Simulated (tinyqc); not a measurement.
# p-i-n power rectifier, conductivity modulation at high injection: forward voltage and stored charge against the temperature

A drift layer from x = -d to d (2 d = W) between ideal p+ and n+ emitters (no recombination in them). High injection, n = p, ambipolar diffusion with one lifetime; both mobilities scale as (T/300 K)^(-bt).

Nc and Nv are given at 350 K and scale as (T/350 K)^1.5; tau is held fixed. Triangular field at breakdown with Ec = Kc N^(1/8): BV = eps0 eps_r Ec^2/(2 q N), so N = (eps0 eps_r Kc^2/(2 q BV))^(4/3); W = 2 BV/Ec; mu = mud (T/300 K)^(-bt); rho = 1/(q mu N); ideal resistance rho W. Da = 2 mun mup Vt/(mun + mup), La = sqrt(Da tau), B = (mun - mup)/(mun + mup) with mun = mud (T/300 K)^(-bt), mup likewise; n(x) = (tau J/(2 q La)) [cosh(x/La)/sinh(d/La) - B sinh(x/La)/cosh(d/La)]. Ohmic drop: integral of J/(q (mun + mup) n); diffusion (Dember) drop Vt B ln(n(-d)/n(d)); both junctions together Vt ln(n(-d) n(d)/ni^2), ni = sqrt(Nc Nv) exp(-Eg/(2 Vt)), Eg in volts; V_F = the sum; stored charge q times the integral of n. Integrals on a fine grid. Peak reverse current if all stored charge left in a linear ramp without recombination (an upper bound): sqrt(2 a Q). Rows where n falls below the doping are left out.

Values chosen for this exercise; bulk values close to those of 4H silicon carbide: relative permittivity eps_r = 9.98; critical-field constant Kc = 23500 V/cm per (cm^-3)^(1/8); rated breakdown voltage of the drift layer BV = 6600 V; drift mobility at 300 K mud = 822 cm^2/(V s); temperature exponent of the drift mobility bt = 2.2; hole mobility at 300 K mup = 105 cm^2/(V s); band gap Eg = 3.39 eV; conduction-band density of states at the reference temperature Nc = 2.14e19 cm^-3; valence-band density of states at the reference temperature Nv = 3.15e19 cm^-3; forward current density J = 200 A/cm^2; ramp rate of the current at turn-off a = 1200 A/(cm^2 us); high-level lifetime tau = 6.4e-7 s.

Constants: q = 1.602176634e-19 C, kB = 1.380649e-23 J/K, Vt = kB T/q, eps0 = 8.8541878128e-14 F/cm where lengths are in cm. Results are converted to the units shown.

The same in every row: Q (uC/cm^2) = 128.0; sqrt(2 a Q) (A/cm^2) = 554.3.

Results:
```
T (K),d/La,"drift drop, ohmic and diffusion (V)",junction drops (V),V_F (V),lowest n over N,J rho W (V)
250,1.831,0.1156,3.191,3.306,32.15,5.153
290,2.002,0.1642,3.150,3.314,28.89,7.143
330,2.163,0.2247,3.108,3.333,26.09,9.491
410,2.464,0.3891,3.023,3.413,21.51,15.30
450,2.606,0.4973,2.980,3.477,19.61,18.78
490,2.742,0.6259,2.936,3.562,17.92,22.65
```

Estimate the missing row, T = 370 K.

Computed row:
```
T (K),d/La,"drift drop, ohmic and diffusion (V)",junction drops (V),V_F (V),lowest n over N,J rho W (V)
370,2.317,0.2990,3.066,3.365,23.65,12.21
```

With this row back in the table: V_F rises from 3.31 to 3.56 V; the drift drop rises from 0.116 to 0.626 V and the junction drops fall from 3.19 to 2.94 V.

Computed by the program tinyqc: `OMP_NUM_THREADS=1 python tinyqc.py 2230044 2230045 out.jsonl`, one thread of a shared Intel Xeon 2.30GHz, about 0.01 s for the whole run.
